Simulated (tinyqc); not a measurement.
Microkinetic model of a Langmuir-Hinshelwood surface reaction A + (1/2) B2 = AB with Bronsted-Evans-Polanyi barriers. From theta_A back to adsorption energy of A, E_A. Computed by tinyqc, a small Python program. Command: `OMP_NUM_THREADS=1 python tinyqc.py 3020614 3020615 out.jsonl microkin inv`. One thread of a shared host (Intel(R) Xeon(R) Processor @ 2.30GHz), about 0.01 s of CPU time with the checks.

A adsorbs in equilibrium; B2 dissociates irreversibly on two free sites; adsorbed A and B react irreversibly and AB leaves at once. theta_A + theta_B + theta_* = 1.

Inputs (values chosen for the exercise, for a model catalyst): adsorption energy per B atom, E_B = -1.41 eV; entropy loss of A, S_A = 1.9 meV/K; entropy loss of B2, S_B = 1.6 meV/K; slope a1 of the dissociation barrier = 0.64; intercept b1 = 1.4 eV; slope a2 of the reaction barrier = 0.36; intercept b2 = 0.27 eV; pressure p_A = 0.34 bar; pressure p_B = 0.37 bar; temperature T = 650 K.

Constants: k_B = 8.617333262e-05 eV/K; hbar = 6.582119569e-16 eV s.

Method. K_A = exp(-(E_A + T S_A)/(k_B T)) per bar; barriers E1 = max(b1 + a1 2 E_B, 0), E2 = b2 - a2 (E_A + E_B); k1 = (k_B T/h) exp(-S_B/k_B) exp(-E1/(k_B T)) per bar, k2 = (k_B T/h) exp(-E2/(k_B T)), h = 2 pi hbar. theta_A = K_A p_A theta_*; 2 k1 p_B theta_*^2 = k2 theta_A theta_B, so theta_B = w theta_* with w = 2 k1 p_B/(k2 K_A p_A); theta_* = 1/(1 + K_A p_A + w); rate r = k2 theta_A theta_B.

Question. A run gave the result below. Find the adsorption energy of A, E_A, known to lie between -1.1 and -0.45 eV.

theta_A = 3.049104e-09

Answer.

Each step takes the trial c = (a f_b - b f_a)/(f_b - f_a), f being the result less the target; c replaces end b, the old b replaces a if the sign of f changed, and otherwise f_a is halved.

Scan of the range:
```
adsorption energy of A, E_A (eV)      theta_A
-1.100                            1.15535e-04
-0.992                            4.90488e-06
-0.883                            2.01816e-07
-0.775                            8.54581e-09
-0.667                            3.61810e-10
-0.558                            1.48755e-11
-0.450                            6.29759e-13
```

False position (Illinois rule) inside the bracket:
```
step      end a      end b      trial      theta_A
1     -0.775000  -0.667000  -0.702463  1.02191e-09
2     -0.775000  -0.702463  -0.733254  2.51735e-09
3     -0.775000  -0.733254  -0.744902  3.54030e-09
4     -0.733254  -0.744902  -0.739309  3.00558e-09
5     -0.744902  -0.739309  -0.739764  3.04591e-09
6     -0.744902  -0.739764  -0.739830  3.05180e-09
7     -0.739764  -0.739830  -0.739800  3.04910e-09
8     -0.739830  -0.739800  -0.739800  3.04910e-09
```

theta_A falls at every point of a 13-point scan of the range (every second point is shown), so one value fits; it is bracketed by -0.775 and -0.667. Answer: adsorption energy of A, E_A = -0.7398 eV.

Caution: the linear relation gives a negative E1, which is set to zero: dissociation is not activated.
